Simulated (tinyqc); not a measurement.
# Input admittance of a MOSFET at zero drain bias: distributed channel and distributed gate: two studies

Source and drain grounded, strong inversion, w = 2 pi f, Cox = eps0 eox/tox. The channel is an RC line of resistance 1/(mu Cox Vo) per square fed from both ends, so one finger has the intrinsic admittance y = i w Cox L tanh(g)/g per width, g = (1/2) sqrt(i w tau), tau = L^2/(mu Vo). The vertical resistance rv/L is in series with y, the overlaps 2 i w Cov in parallel: y_t = 1/(1/y + rv/L) + 2 i w Cov. The gate strip is a line of Rsh/L per length loaded by y_t, so a finger has Y = y_t Wf tanh(k)/k, k = (Wf/sd) sqrt(y_t Rsh/L); the device has Nf Y.

Values chosen for this exercise; values of the order met in silicon radio-frequency transistors:
- eox = 3.9 (relative permittivity of the gate insulator (close to silicon dioxide))
- tox = 6 nm (insulator thickness)
- L = 0.78 um (channel length)
- Wf = 5.8 um (finger width)
- Nf = 4 (number of fingers)
- mu = 330 cm^2/(V s) (channel mobility)
- Vo = 0.61 V (gate overdrive)
- Rsh = 24 ohm/square (sheet resistance of the gate)
- rv = 2.6 ohm um^2 (vertical resistivity of the gate stack)
- sd = 2 (number of ends at which a finger is contacted)
- Cov = 0.16 fF/um (overlap and fringe capacitance on each side)
- f = 4.6 GHz (frequency)

Constants: eps0 = 8.8541878128e-14 F/cm where lengths are in cm. Results are converted to the units shown.

Each table varies one quantity; the others keep the values above.

## Input impedance against frequency

Low-frequency limits, with c = Cox L and ct = c + 2 Cov: R_strip = Rsh Wf/(3 sd^2 L Nf), R_ch = (c/ct)^2 L/(12 mu Cox Vo Wf Nf), R_vert = (c/ct)^2 rv/(L Wf Nf), C = ct Wf Nf. Z = 1/(Nf Y) = R + 1/(i w C), Q = |Im Z|/R, far-point signal |1/cosh k|.

The same in every row: low-frequency R (ohm) = 24.915.

Results:

| f (GHz) | w tau | \|k\| | R (ohm) | C (fF) | Q | signal at the far point |
|---|---|---|---|---|---|---|
| 0.05 | 0.0094950 | 0.019773 | 24.915 | 111.57 | 1145.1 | 1.0000 |
| 0.1 | 0.018990 | 0.027963 | 24.915 | 111.57 | 572.54 | 1.0000 |
| 0.3 | 0.056970 | 0.048432 | 24.915 | 111.57 | 190.85 | 0.99999 |
| 0.9 | 0.17091 | 0.083882 | 24.915 | 111.56 | 63.620 | 0.99995 |
| 3 | 0.56970 | 0.15304 | 24.911 | 111.51 | 19.099 | 0.99943 |
| 7 | 1.3293 | 0.23297 | 24.891 | 111.22 | 8.2127 | 0.99697 |
| 50 | 9.4950 | 0.53907 | 23.791 | 97.190 | 1.3766 | 0.92423 |
| 100 | 18.990 | 0.63597 | 21.257 | 74.717 | 1.0021 | 0.87767 |

Estimate the missing row, f = 20 GHz.

Computed row:

| f (GHz) | w tau | \|k\| | R (ohm) | C (fF) | Q | signal at the far point |
|---|---|---|---|---|---|---|
| 20 | 3.7980 | 0.38297 | 24.720 | 108.83 | 2.9580 | 0.97851 |

With this row back in the table: R falls from 24.9 to 21.3 ohm and C falls from 112 to 74.7 fF. Q goes as f^(-1.00) between the first two rows and f^(-0.46) between the last two, where w tau = 19.0 and |k| = 0.636. The low-frequency limits hold both R and C within 5 % up to f = 20 GHz among the rows.

## Dividing a fixed width into fingers

Total width Wf Nf = 23 um; each finger also has a contact resistance Rc at each contacted end, which adds Rc/(sd Nf). The resistances are low-frequency limits, good while |k| is below about 1; the far-point signal is |1/cosh k| at f, without Rc.

The same in every row: R_ch + R_vert (ohm) = 21.38.

Dividing a fixed width into fingers:

| Nf | Wf (um) | R_strip (ohm) | Rc/(sd Nf) for Rc = 30 ohm (ohm) | sum (ohm) | signal at the far point |
|---|---|---|---|---|---|
| 1 | 23.00 | 58.97 | 15.00 | 95.36 | 0.9570 |
| 2 | 11.50 | 14.74 | 7.500 | 43.63 | 0.9936 |
| 4 | 5.750 | 3.686 | 3.750 | 28.82 | 0.9987 |
| 8 | 2.875 | 0.9215 | 1.875 | 24.18 | 0.9997 |
| 16 | 1.438 | 0.2304 | 0.9375 | 22.55 | 0.9999 |
| 32 | 0.7188 | 0.05759 | 0.4688 | 21.91 | 1.000 |
| 64 | 0.3594 | 0.01440 | 0.2344 | 21.63 | 1.000 |
| 128 | 0.1797 | 0.003600 | 0.1172 | 21.50 | 1.000 |

What does the comparison show, and why?

R_strip falls as 1/Nf^2, from 59.0 to 0.00360 ohm, the contact term as 1/Nf, and R_ch + R_vert stays at 21.4 ohm since the total width is fixed. The sum is within a factor 1.5 of that floor from Nf = 4 on. More fingers add wiring capacitance, which is left out.

tinyqc, about 0.01 s, one thread, Intel Xeon 2.30GHz (shared host): `OMP_NUM_THREADS=1 python tinyqc.py 2262235 2262236 out.jsonl`
